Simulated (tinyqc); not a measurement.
Length offset and series resistance from crossing lines.

Problem. R_total = Rs + k (L - dL)/Vo with constant Rs, dL and k. Find k, dL and Rs.

R_total at (L, Vo) = (50, 0.41), (150, 0.41), (50, 0.84) and (150, 0.84), L in nm and Vo in V (ohm um): 282.68293  526.58537  235.23810  354.28571

Solution. At each overdrive R is a straight line in L with slope k/Vo; the two lines cross at L = dL, R = Rs.

k = 1.00 ohm um V/nm
dL = 12.0 nm
Rs = 190 ohm um

tinyqc, about 0.03 s, one thread, Intel Xeon 2.30GHz (shared host): `OMP_NUM_THREADS=1 python tinyqc.py 2282292 2282293 out.jsonl`
